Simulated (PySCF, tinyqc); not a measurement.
Coupled-perturbed Hartree-Fock on RHF in the sto-3g basis, for H6, spin multiplicity 1, step by step. The lowest restricted solution is unstable here: a spin-polarised one lies 0.0659 hartree lower (PySCF). Computed by tinyqc, a small Python program that keeps every step (integrals from PySCF). Settings: charge = 0, multiplicity = 1, basis = sto-3g, method = RHF, energy threshold = 1e-10, iteration cap = 82, orthogonalisation = canonical, start = atomic densities, DIIS depth = 6. Command: `OMP_NUM_THREADS=1 python tinyqc.py 21713 21714 out.jsonl` (the two numbers bound the seeds that draw the settings). One thread of a shared host (Intel(R) Xeon(R) Processor @ 2.60GHz), about 0.1 s of CPU time with the checks. The early iterations of the SCF are left out here.

## One-electron integrals

Geometry (angstrom):
```
atom       x       y       z
H     0.0000  0.0000  0.0000
H     0.0000  0.0000  1.1680
H     0.0000  0.0000  2.1240
H     0.0000  0.0000  3.2920
H     0.0000  0.0000  4.2490
H     0.0000  0.0000  5.4170
```

Basis sto-3g: exponents (1/bohr^2) and contraction coefficients of normalised primitives:
```
element  l (shell)  exponent  coefficient
H            s (1)    3.4253       0.1543
H            s (1)    0.6239       0.5353
H            s (1)    0.1689       0.4446
```

Overlap, kinetic and nuclear-attraction integrals over the contracted functions; the nuclear repulsion is the sum of Za Zb / Rab.

nuclear repulsion = 4.301978 hartree

overlap S, lower triangle:
```
        1H 1s   2H 1s   3H 1s   4H 1s   5H 1s   6H 1s
1H 1s  1.0000
2H 1s  0.4034  1.0000
3H 1s  0.0969  0.5228  1.0000
4H 1s  0.0097  0.0969  0.4034  1.0000
5H 1s  0.0009  0.0154  0.0968  0.5222  1.0000
6H 1s  0.0000  0.0009  0.0096  0.0968  0.4034  1.0000
```

kinetic energy T (hartree), lower triangle:
```
         1H 1s    2H 1s    3H 1s    4H 1s   5H 1s   6H 1s
1H 1s   0.7600
2H 1s   0.0602   0.7600
3H 1s  -0.0112   0.1285   0.7600
4H 1s  -0.0044  -0.0112   0.0602   0.7600
5H 1s  -0.0007  -0.0060  -0.0112   0.1280  0.7600
6H 1s   0.0000  -0.0007  -0.0044  -0.0112  0.0602  0.7600
```

nuclear attraction V (hartree), lower triangle:
```
         1H 1s    2H 1s    3H 1s    4H 1s    5H 1s    6H 1s
1H 1s  -2.3046
2H 1s  -0.9219  -2.7512
3H 1s  -0.2220  -1.3751  -2.8646
4H 1s  -0.0218  -0.2368  -1.0404  -2.8642
5H 1s  -0.0021  -0.0360  -0.2363  -1.3731  -2.7506
6H 1s  -0.0001  -0.0021  -0.0217  -0.2216  -0.9218  -2.3044
```

core Hamiltonian H = T + V (hartree), lower triangle:
```
         1H 1s    2H 1s    3H 1s    4H 1s    5H 1s    6H 1s
1H 1s  -1.5445
2H 1s  -0.8617  -1.9912
3H 1s  -0.2331  -1.2467  -2.1046
4H 1s  -0.0261  -0.2479  -0.9801  -2.1041
5H 1s  -0.0028  -0.0420  -0.2475  -1.2450  -1.9906
6H 1s  -0.0001  -0.0028  -0.0261  -0.2327  -0.8616  -1.5444
```

## Two-electron integrals

Functions are numbered as in S; the eight-fold symmetry (ij|kl) = (ji|kl) = (kl|ij) leaves the list below.

Two-electron integrals (ij|kl) in chemists' order, unique and non-zero (hartree):
```
(11|11) 0.7746     (21|11) 0.2386     (21|21) 0.0999     (22|11) 0.4268
(22|21) 0.2386     (22|22) 0.7746     (31|11) 0.0440     (31|21) 0.0204
(31|22) 0.0564     (31|31) 0.0048     (32|11) 0.1677     (32|21) 0.0950
(32|22) 0.3301     (32|31) 0.0263     (32|32) 0.1770     (33|11) 0.2486
(33|21) 0.1382     (33|22) 0.4926     (33|31) 0.0440     (33|32) 0.3301
(33|33) 0.7746     (41|11) 0.0032     (41|21) 0.0016     (41|22) 0.0050
(41|31) 4.24e-04   (41|32) 0.0026     (41|33) 0.0050     (41|41) 4.25e-05
(42|11) 0.0238     (42|21) 0.0130     (42|22) 0.0440     (42|31) 0.0038
(42|32) 0.0263     (42|33) 0.0564     (42|41) 4.24e-04   (42|42) 0.0048
(43|11) 0.0795     (43|21) 0.0415     (43|22) 0.1382     (43|31) 0.0130
(43|32) 0.0950     (43|33) 0.2386     (43|41) 0.0016     (43|42) 0.0204
(43|43) 0.0999     (44|11) 0.1607     (44|21) 0.0795     (44|22) 0.2486
(44|31) 0.0238     (44|32) 0.1677     (44|33) 0.4268     (44|41) 0.0032
(44|42) 0.0440     (44|43) 0.2386     (44|44) 0.7746     (51|11) 2.35e-04
(51|21) 1.24e-04   (51|22) 4.05e-04   (51|31) 3.54e-05   (51|32) 2.39e-04
(51|33) 0.0005     (51|41) 3.90e-06   (51|42) 4.25e-05   (51|43) 1.77e-04
(51|44) 3.70e-04   (51|51) 3.86e-07   (52|11) 0.0031     (52|21) 0.0016
(52|22) 0.0054     (52|31) 4.86e-04   (52|32) 0.0034     (52|33) 0.0078
(52|41) 5.79e-05   (52|42) 0.0007     (52|43) 0.0032     (52|44) 0.0078
(52|51) 6.13e-06   (52|52) 1.09e-04   (53|11) 0.0164     (53|21) 0.0082
(53|22) 0.0263     (53|31) 0.0025     (53|32) 0.0177     (53|33) 0.0439
(53|41) 3.17e-04   (53|42) 0.0041     (53|43) 0.0204     (53|44) 0.0563
(53|51) 3.54e-05   (53|52) 0.0007     (53|53) 0.0047     (54|11) 0.0735
(54|21) 0.0354     (54|22) 0.1068     (54|31) 0.0102     (54|32) 0.0690
(54|33) 0.1675     (54|41) 0.0013     (54|42) 0.0177     (54|43) 0.0949
(54|44) 0.3296     (54|51) 1.53e-04   (54|52) 0.0034     (54|53) 0.0262
(54|54) 0.1765     (55|11) 0.1245     (55|21) 0.0585     (55|22) 0.1717
(55|31) 0.0164     (55|32) 0.1069     (55|33) 0.2485     (55|41) 0.0020
(55|42) 0.0264     (55|43) 0.1382     (55|44) 0.4923     (55|51) 2.35e-04
(55|52) 0.0054     (55|53) 0.0439     (55|54) 0.3296     (55|55) 0.7746
(61|11) 5.64e-06   (61|21) 2.91e-06   (61|22) 9.45e-06   (61|31) 8.74e-07
(61|32) 6.14e-06   (61|33) 1.44e-05   (61|41) 1.06e-07   (61|42) 1.28e-06
(61|43) 6.01e-06   (61|44) 1.44e-05   (61|51) 1.14e-08   (61|52) 2.02e-07
(61|53) 1.28e-06   (61|54) 6.14e-06   (61|55) 9.45e-06   (62|11) 1.50e-04
(62|21) 7.47e-05   (62|22) 2.35e-04   (62|31) 2.21e-05   (62|32) 1.54e-04
(62|33) 3.70e-04   (62|41) 2.79e-06   (62|42) 3.54e-05   (62|43) 1.77e-04
(62|44) 0.0005     (62|51) 3.12e-07   (62|52) 6.13e-06   (62|53) 4.24e-05
(62|54) 2.39e-04   (62|55) 4.05e-04   (62|61) 1.14e-08   (62|62) 3.86e-07
(63|11) 0.0014     (63|21) 0.0007     (63|22) 0.0020     (63|31) 1.94e-04
(63|32) 0.0013     (63|33) 0.0032     (63|41) 2.45e-05   (63|42) 3.17e-04
(63|43) 0.0016     (63|44) 0.0050     (63|51) 2.78e-06   (63|52) 5.78e-05
(63|53) 4.22e-04   (63|54) 0.0026     (63|55) 0.0050     (63|61) 1.06e-07
(63|62) 3.90e-06   (63|63) 4.24e-05   (64|11) 0.0119     (64|21) 0.0056
(64|22) 0.0164     (64|31) 0.0016     (64|32) 0.0102     (64|33) 0.0238
(64|41) 1.94e-04   (64|42) 0.0025     (64|43) 0.0129     (64|44) 0.0439
(64|51) 2.21e-05   (64|52) 4.85e-04   (64|53) 0.0038     (64|54) 0.0262
(64|55) 0.0563     (64|61) 8.73e-07   (64|62) 3.54e-05   (64|63) 4.22e-04
(64|64) 0.0047     (65|11) 0.0443     (65|21) 0.0204     (65|22) 0.0585
(65|31) 0.0056     (65|32) 0.0354     (65|33) 0.0795     (65|41) 0.0007
(65|42) 0.0083     (65|43) 0.0415     (65|44) 0.1382     (65|51) 7.47e-05
(65|52) 0.0016     (65|53) 0.0129     (65|54) 0.0949     (65|55) 0.2386
(65|61) 2.91e-06   (65|62) 1.24e-04   (65|63) 0.0016     (65|64) 0.0204
(65|65) 0.0999     (66|11) 0.0977     (66|21) 0.0443     (66|22) 0.1245
(66|31) 0.0119     (66|32) 0.0736     (66|33) 0.1607     (66|41) 0.0014
(66|42) 0.0164     (66|43) 0.0795     (66|44) 0.2485     (66|51) 1.50e-04
(66|52) 0.0031     (66|53) 0.0238     (66|54) 0.1675     (66|55) 0.4268
(66|61) 5.64e-06   (66|62) 2.35e-04   (66|63) 0.0032     (66|64) 0.0439
(66|65) 0.2386     (66|66) 0.7746
```

## Orthogonalisation

S = U s U^T; canonical form X = U s^(-1/2), so that X^T S X = 1. Each column of U has its largest component positive (the first on a tie).

eigenvalues of S: 0.2858  0.4232  0.7537  1.0228  1.5418  1.9728

X:
```
             1        2        3        4        5       6
1H 1s   0.3285  -0.4998   0.6255   0.5759  -0.3362  0.1670
2H 1s  -0.8005   0.8385  -0.2886   0.1311  -0.4062  0.3059
3H 1s   1.0029  -0.4749  -0.4347  -0.3741  -0.2139  0.3637
4H 1s  -1.0009  -0.4771   0.4349  -0.3746   0.2143  0.3634
5H 1s   0.7975   0.8403   0.2885   0.1310   0.4069  0.3054
6H 1s  -0.3273  -0.5009  -0.6253   0.5757   0.3366  0.1667
```

## Starting guess

The start is atomic minimal-basis densities projected into this basis (PySCF's MINAO start) and scaled to the electron count of each spin; this density is not idempotent, so its energy is not variational and may lie below the converged one.

D at the start, lower triangle:
```
        1H 1s   2H 1s   3H 1s   4H 1s   5H 1s   6H 1s
1H 1s  0.9642
2H 1s  0.0940  0.9032
3H 1s  0.0215  0.0984  0.9063
4H 1s  0.0106  0.0165  0.0988  0.9064
5H 1s  0.0013  0.0076  0.0165  0.0984  0.9033
6H 1s  0.0009  0.0013  0.0106  0.0214  0.0940  0.9642
```

## Iteration 9 (converged): orbitals

converged F (hartree), lower triangle:
```
         1H 1s    2H 1s    3H 1s    4H 1s    5H 1s    6H 1s
1H 1s  -0.1934
2H 1s  -0.3977  -0.3298
3H 1s  -0.1360  -0.4415  -0.3329
4H 1s   0.0097  -0.1313  -0.3954  -0.3326
5H 1s   0.0043  -0.0214  -0.1310  -0.4409  -0.3294
6H 1s  -0.0151   0.0043   0.0097  -0.1358  -0.3977  -0.1934
```

Diagonalise F' = X^T F X, C = X C', fill 3 alpha and 3 beta electrons from the bottom; D = 2 C_occ C_occ^T. Each column has its largest component positive (the first on a tie).

F' = X^T F X (hartree), lower triangle:
```
         1        2        3        4        5        6
1   0.9165
2   0.0002   0.5264
3   0.0308   0.0001   0.1258
4   0.0002  -0.0923   0.0000  -0.2520
5  -0.0316   0.0000  -0.0107   0.0000  -0.5063
6   0.0000   0.0001   0.0001   0.0138   0.0001  -0.6350
```

orbital energies (hartree): MO1 -0.6355, MO2 -0.5072, MO3 -0.2622, MO4 0.1248, MO5 0.5372, MO6 0.9185

coefficients C:
```
          MO1      MO2      MO3      MO4      MO5      MO6
1H 1s  0.1474  -0.3189   0.5197   0.6171  -0.5637   0.3600
2H 1s  0.2986  -0.4281   0.2388  -0.2506   0.8175  -0.8014
3H 1s  0.3787  -0.1987  -0.4133  -0.4706  -0.4292   0.9894
4H 1s  0.3782   0.1994  -0.4136   0.4709  -0.4303  -0.9879
5H 1s  0.2977   0.4288   0.2386   0.2506   0.8187   0.7993
6H 1s  0.1469   0.3195   0.5194  -0.6168  -0.5645  -0.3592
```

D after iteration 9, lower triangle:
```
         1H 1s    2H 1s    3H 1s    4H 1s   5H 1s   6H 1s
1H 1s   0.7870
2H 1s   0.6092   0.6588
3H 1s  -0.1913   0.1989   0.7075
4H 1s  -0.4456  -0.1424   0.5491   0.7077
5H 1s   0.0623  -0.0754  -0.1422   0.1988  0.6589
6H 1s   0.3794   0.0623  -0.4451  -0.1912  0.6094  0.7869
```

## Convergence

Stop when the energy changes by less than 1e-10 hartree and every element of the error matrix X^T (F D S - S D F) X is below 3e-06.

Course of the cycle:
```
iteration  E (hartree)     change  largest element of the error matrix
1            -2.312581          -                             4.32e-02
2            -3.010365  -6.98e-01                             8.63e-02
3            -3.013831  -3.47e-03                             5.47e-02
4            -3.016544  -2.71e-03                             2.60e-02
5            -3.017188  -6.44e-04                             1.88e-03
6            -3.017191  -3.45e-06                             4.79e-05
7            -3.017191  -1.74e-09                             9.71e-06
8            -3.017191  -1.03e-10                             1.63e-07
9            -3.017191  -3.55e-14                             9.44e-09
```

PySCF RHF in the same basis = -3.017191 hartree

Converged in 9 iterations.

## Populations, bond orders and dipole

Mulliken: Z minus the diagonal of D S on the atom; Loewdin: the same with S^(1/2) D S^(1/2); Mayer order: 2 sum_s sum (D(s) S)_ij (D(s) S)_ji over the two atoms.

Charges (e):
```
atom  Mulliken  Loewdin
1H     -0.0099  -0.0220
2H      0.0064   0.0177
3H      0.0036   0.0044
4H      0.0036   0.0043
5H      0.0064   0.0177
6H     -0.0100  -0.0220
```

Mayer bond orders:
```
pair    order
2-1    0.7006
3-1   -0.0012
3-2    0.2918
4-1    0.1713
4-2   -0.0009
4-3    0.5395
5-1   -0.0005
5-2    0.0090
5-3   -0.0009
5-4    0.2913
6-1    0.1297
6-2   -0.0005
6-3    0.1708
6-4   -0.0012
6-5    0.7011
```

dipole moment about the origin, x y z (debye): 0.0000  0.0000  -0.0005

## Integrals over molecular orbitals

(pq|rs) = sum C_ip C_jq C_kr C_ls (ij|kl), one index at a time.

one-electron integrals over orbitals h = C^T H C (hartree), lower triangle:
```
         1        2        3        4        5        6
1  -2.1953
2   0.0001  -1.9821
3   0.1393   0.0002  -1.7368
4   0.0003  -0.2179   0.0001  -1.6183
5  -0.0480  -0.0001  -0.1751   0.0002  -1.3985
6   0.0000  -0.0260   0.0002   0.1426   0.0000  -1.2400
```

Two-electron integrals over orbitals (pq|rs), unique and non-zero (hartree):
```
(11|11) 0.4231      (21|11) -3.31e-04   (21|21) 0.1421      (22|11) 0.3520
(22|21) 3.19e-04    (22|22) 0.3652      (31|11) -0.0748     (31|21) -1.54e-04
(31|22) 0.0097      (31|31) 0.0850      (32|11) -2.71e-04   (32|21) 0.0797
(32|22) 2.39e-04    (32|31) -7.94e-06   (32|32) 0.1088      (33|11) 0.3300
(33|21) -3.26e-05   (33|22) 0.3283      (33|31) -0.0043     (33|32) -7.07e-05
(33|33) 0.3518      (41|11) -2.60e-04   (41|21) 0.0577      (41|22) 6.39e-05
(41|31) 5.74e-05    (41|32) -0.0237     (41|33) 4.15e-05    (41|41) 0.0727
(42|11) 0.0888      (42|21) 7.72e-05    (42|22) 0.0279      (42|31) -0.0623
(42|32) -1.16e-04   (42|33) -0.0128     (42|41) -1.51e-05   (42|42) 0.0910
(43|11) 1.57e-04    (43|21) -0.0949     (43|22) -2.57e-04   (43|31) 1.68e-04
(43|32) -0.0956     (43|33) 5.64e-05    (43|41) -0.0019     (43|42) -5.21e-05
(43|43) 0.1403      (44|11) 0.3385      (44|21) -3.73e-05   (44|22) 0.3354
(44|31) -0.0065     (44|32) -6.98e-05   (44|33) 0.3496      (44|41) 1.94e-05
(44|42) -0.0023     (44|43) 5.45e-05    (44|44) 0.3603      (51|11) 0.0008
(51|21) -1.08e-04   (51|22) 0.0389      (51|31) 0.0375      (51|32) 3.64e-05
(51|33) -0.0181     (51|41) -9.29e-05   (51|42) 0.0176      (51|43) 2.92e-05
(51|44) -0.0113     (51|51) 0.0624      (52|11) -1.24e-04   (52|21) 0.0570
(52|22) 2.11e-04    (52|31) 3.52e-05    (52|32) 0.0076      (52|33) -3.69e-05
(52|41) 0.0445      (52|42) 1.14e-04    (52|43) 0.0278      (52|44) -3.01e-05
(52|51) 8.19e-05    (52|52) 0.0843      (53|11) 0.0872      (53|21) 6.67e-05
(53|22) 0.0258      (53|31) -0.0626     (53|32) -1.06e-04   (53|33) -0.0058
(53|41) -2.15e-05   (53|42) 0.0834      (53|43) -5.63e-05   (53|44) -0.0079
(53|51) 0.0105      (53|52) 9.34e-05    (53|53) 0.0890      (54|11) -2.77e-04
(54|21) 0.0847      (54|22) 2.39e-04    (54|31) -1.92e-05   (54|32) 0.1038
(54|33) -7.56e-05   (54|41) -0.0148     (54|42) -9.35e-05   (54|43) -0.0973
(54|44) -7.38e-05   (54|51) 2.80e-05    (54|52) 0.0106      (54|53) -9.77e-05
(54|54) 0.1111      (55|11) 0.3685      (55|21) 2.64e-04    (55|22) 0.3739
(55|31) 0.0014      (55|32) 1.94e-04    (55|33) 0.3433      (55|41) 4.07e-05
(55|42) 0.0314      (55|43) -2.25e-04   (55|44) 0.3503      (55|51) 0.0351
(55|52) 1.86e-04    (55|53) 0.0315      (55|54) 2.05e-04    (55|55) 0.3994
(61|11) 4.68e-05    (61|21) -0.0020     (61|22) -5.84e-05   (61|31) -1.27e-04
(61|32) 0.0300      (61|33) 7.47e-06    (61|41) -0.0285     (61|42) -3.45e-05
(61|43) 0.0323      (61|44) 1.12e-05    (61|51) -1.18e-04   (61|52) 0.0407
(61|53) -2.96e-05   (61|54) 0.0279      (61|55) -5.70e-05   (61|61) 0.0722
(62|11) -0.0010     (62|21) -8.35e-05   (62|22) 0.0360      (62|31) 0.0368
(62|32) 4.63e-05    (62|33) -0.0141     (62|41) -7.30e-05   (62|42) 0.0121
(62|43) 3.77e-05    (62|44) -0.0163     (62|51) 0.0575      (62|52) 1.09e-04
(62|53) 0.0143      (62|54) 3.85e-05    (62|55) 0.0361      (62|61) -9.62e-05
(62|62) 0.0599      (63|11) -2.21e-04   (63|21) 0.0551      (63|22) 7.46e-05
(63|31) 3.44e-05    (63|32) -0.0183     (63|33) 3.43e-05    (63|41) 0.0664
(63|42) 1.09e-05    (63|43) -0.0018     (63|44) 3.49e-05    (63|51) -8.13e-05
(63|52) 0.0441      (63|53) -6.08e-06   (63|54) -0.0193     (63|55) 5.50e-05
(63|61) -0.0265     (63|62) -7.67e-05   (63|63) 0.0701      (64|11) -0.0779
(64|21) -1.30e-04   (64|22) 0.0039      (64|31) 0.0831      (64|32) 1.99e-05
(64|33) -0.0064     (64|41) 5.34e-05    (64|42) -0.0644     (64|43) 1.49e-04
(64|44) -0.0082     (64|51) 0.0359      (64|52) 3.77e-05    (64|53) -0.0659
(64|54) 3.37e-06    (64|55) 0.0037      (64|61) -1.19e-04   (64|62) 0.0373
(64|63) 3.90e-05    (64|64) 0.0913      (65|11) -3.40e-04   (65|21) 0.1453
(65|22) 3.44e-04    (65|31) -1.45e-04   (65|32) 0.0859      (65|33) -3.05e-05
(65|41) 0.0569      (65|42) 7.20e-05    (65|43) -0.1018     (65|44) -3.06e-05
(65|51) -9.97e-05   (65|52) 0.0589      (65|53) 6.31e-05    (65|54) 0.0916
(65|55) 3.04e-04    (65|61) -0.0014     (65|62) -8.07e-05   (65|63) 0.0595
(65|64) -1.34e-04   (65|65) 0.1632      (66|11) 0.4493      (66|21) -2.82e-04
(66|22) 0.3760      (66|31) -0.0794     (66|32) -2.61e-04   (66|33) 0.3549
(66|41) -2.41e-04   (66|42) 0.0953      (66|43) 1.29e-04    (66|44) 0.3652
(66|51) 0.0007      (66|52) -1.02e-04   (66|53) 0.0969      (66|54) -2.67e-04
(66|55) 0.4034      (66|61) 4.65e-05    (66|62) -0.0006     (66|63) -2.16e-04
(66|64) -0.0881     (66|65) -3.12e-04   (66|66) 0.5027
```

## Response to a field: uncoupled start

dipole integrals <a|z|i> (bohr):
```
         i1       i2       i3
a4  -0.2031  -0.0006  -3.1364
a5  -0.0003  -0.1839  -0.0006
a6   0.0078  -0.0002  -0.2303
```

Field along z; U_ai = -mu_ai / (e_a - e_i), alpha = -4 sum U_ai mu_ai.

uncoupled U:
```
         i1      i2      i3
a4   0.2672  0.0010  8.1043
a5   0.0002  0.1761  0.0007
a6  -0.0051  0.0002  0.1951
```

uncoupled polarisability = 102.1986 bohr^3

## Coupled step 1

U_ai = -(mu_ai + sum_bj [4 (ai|bj) - (ab|ij) - (aj|bi)] U_bj) / (e_a - e_i); alpha = -4 sum U_ai mu_ai.

U after step 1:
```
         i1       i2      i3
a4   0.2442   0.0019  6.6437
a5  -0.0008   0.7518  0.0015
a6   0.1064  -0.0005  0.1680
```

polarisability = 84.2517 bohr^3

## Coupled step 2

As before.

U after step 2:
```
         i1       i2      i3
a4   0.1913   0.0014  7.0319
a5  -0.0007   0.7203  0.0011
a6   0.1187  -0.0004  0.1314
```

polarisability = 89.0210 bohr^3

## Coupled polarisability

Repeat until U stops changing; compare with -d2E/dF2.

Course of the coupled iterations:
```
step  alpha (bohr^3)
0           102.1986
1            84.2517
2            89.0210
3            88.0846
4            88.3377
5            88.2868
6            88.3004
7            88.2977
8            88.2984
9            88.2983
10           88.2983
11           88.2983
12           88.2983
13           88.2983
14           88.2983
```

coupled polarisability = 88.2983 bohr^3

finite-field check, fields of +/-0.001 au = 88.2981 bohr^3
